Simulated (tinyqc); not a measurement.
Two-valley model of the transferred-electron effect. Changing the valley separation dE. Computed by tinyqc, a small Python program. Command: `OMP_NUM_THREADS=1 python tinyqc.py 3000918 3000919 out.jsonl gunn sweep`. One thread of a shared host (Intel(R) Xeon(R) Processor @ 2.30GHz), about 0.03 s of CPU time with the checks.

Both kinds of valley share one electron temperature T_e, and each has a constant mobility.

Inputs (values chosen for the exercise, modelled on InP):
```
quantity                       value        unit
central-valley mass m1          0.08         m_0
satellite-valley mass m2        0.24         m_0
satellite valleys Z                4           -
central-valley mobility mu1     4600  cm^2/(V s)
satellite-valley mobility mu2    140  cm^2/(V s)
energy relaxation time tau_E    0.59          ps
lattice temperature T            300           K
```

Solver: damped fixed point.

Constants: k_B = 8.617333262e-05 eV/K.

Method. Density-of-states ratio R = Z (m2/m1)^(3/2); n2/n1 = R exp(-dE/(k_B T_e)); mean mobility mu = (mu1 + mu2 n2/n1)/(1 + n2/n1); energy balance e mu F^2 = (3/2) k_B (T_e - T)/tau_E; v = mu F. Using T_e as the parameter, F(T_e) = sqrt(3 k_B (T_e - T)/(2 e mu tau_E)) and v = mu F; find the first maximum and the next minimum of v, and the most negative dv/dF between them.

One run for each value; columns: (1) valley separation dE (eV); (2) threshold field (kV/cm); (3) peak velocity (1e7 cm/s); (4) peak-to-valley ratio; (5) T_e at the threshold (K):
```
(1)     (2)    (3)    (4)   (5)
0.23   8.23  1.738  1.009   953
0.31   8.22  2.148  1.041  1106
0.41   8.97  2.585  1.069  1359
0.55  10.13  3.104  1.093  1736
0.73  11.54  3.669  1.111  2232
0.97  13.22  4.311  1.124  2901
1.30  15.26  5.063  1.135  3826
```

Over the rows, threshold field (kV/cm) goes from 8.23 through a minimum among these rows, 8.22 at 0.310, to 15.3; peak velocity (1e7 cm/s) rises from 1.74 to 5.06 (exponent d ln y / d ln x 0.71 between the first rows and 0.55 between the last); peak-to-valley ratio rises from 1.01 to 1.14 (exponent d ln y / d ln x 0.10 between the first rows and 0.032 between the last).  Left out: 0.130, 0.170 (no negative differential mobility).

Caution (rows 1.30): T_e at the threshold exceeds 3000 K, outside the range of a Maxwellian in parabolic valleys.

Extremes, crossings and ranges named in words are read from the listed rows.
